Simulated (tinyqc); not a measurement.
Inside a calculation: inter-valley coupling by envelope functions against a chain of atomic planes. Values are carried at full precision from step to step, so a last printed digit may differ when a step is redone from the rounded ones.

Chain: E(phi) = e0 + 2 v cos(phi) + 2 u cos(2 phi), cos(phi0) = -v/(4u), e0 = 2u + v^2/(4u); plane j = 0, 1, ... has the potential V_j = dE x_j + F (j - 30) a/4 (1 MV/m = 1e-4 V/angstrom). There are 30 barrier planes a side; with y = j - 29.5, x_j = xb (f(y) + f(Nw - y)), f(y) = 1/(1 + exp(y/L)), plus any Ge added in the well. The valley splitting is the spacing of the two lowest levels. Envelope theory: F_j solves a one-valley chain with hopping -b and diagonal 2b + V_j, b = 4u sin^2(phi0), sum F_j^2 = 1; the valleys couple by Dv = sum_j F_j^2 V_j exp(-2 i phi0 j) and split by 2|Dv|.

Constants: hbar^2/2m0 = 3.80998211 eV angstrom^2.

Parameters, chosen for this exercise (near those of the Delta valleys of silicon in a SiGe well; the results hold for these values, not for the real material):

| symbol | value | unit | meaning |
|---|---|---|---|
| a | 5.431 | angstrom | lattice constant; planes lie a/4 apart |
| u | 0.606 | eV | second-neighbour hopping |
| v | 0.662 | eV | nearest hopping |
| Nw | 53 |  | planes in the well |
| L | 1 | planes | interface width |
| xb | 0.24 |  | Ge fraction of the barriers |
| dE | 0.62 | eV | offset per unit Ge fraction |
| F | 2 | MV/m | field |
| js | 56 |  | plane j of a Ge spike (the well starts at j = 30) |
| xs | 0.19 |  | Ge fraction added on that plane |

## Valley phase, mass and the wavelengths that couple the valleys

phi0; b = 4u sin^2(phi0); mass m/m0 = c/(b (a/4)^2), c = hbar^2/2m0. A potential couples the valleys if its phase advances by 2 phi0 a plane, or, since only whole planes count, by 2 pi - 2 phi0: periods pi/phi0 and pi/(pi - phi0) planes.

phi0 = 1.84741 rad
b = 2.24321 eV
mass = 0.9213 m0

periods (planes): pi/phi0 1.7005, pi/(pi - phi0) 2.4275

longer period = 3.2959 angstrom

## The smooth well

Lowest doublet of the chain and the envelope result.

level (meV): chain 12.848, envelope 12.865

splitting (micro-eV): chain 1.56, envelope 1.60

planes covered, 1/sum F^4 = 38.69
largest F_j^2 = 0.03498

The levels agree within 0.02 meV. A graded interface has little Fourier weight at 2 phi0, so the splitting is a small remainder of cancelling terms; the envelope value is 1.03 times that of the chain.

## One plane of added Ge, to first order

F_j^2 of the smooth well on that plane = 0.03208

F_j is the envelope on plane j (sum F_j^2 = 1) and Dv the coupling of the two valleys, which split by 2|Dv|. A single plane has Fourier weight at all wavelengths: it adds dE xs F_j^2 to |Dv|, so the splitting is about 2 dE xs F_j^2 if this term rules, and the mean of the doublet rises by dE xs F_j^2.

splitting = 7559 micro-eV
rise of the mean level = 3.779 meV

The chain with the spike gives 5500 micro-eV and a rise of 2.749 meV; the envelope solved with the spike gives 5389. First order is +37 % off: the state draws back from the spike, which the envelope solved anew includes.

## Checks

- Splitting with a weak spike (0.02) on plane j = 47 from the envelope against the chain (micro-eV): 794 against 796.

Computed by tinyqc, a small Python program: `OMP_NUM_THREADS=1 python tinyqc.py 1480716 1480717 out.jsonl` (the numbers bound the seed that draws the inputs); one thread of a shared host (Intel(R) Xeon(R) Processor @ 2.30GHz), about 0.05 s for the whole set of steps.
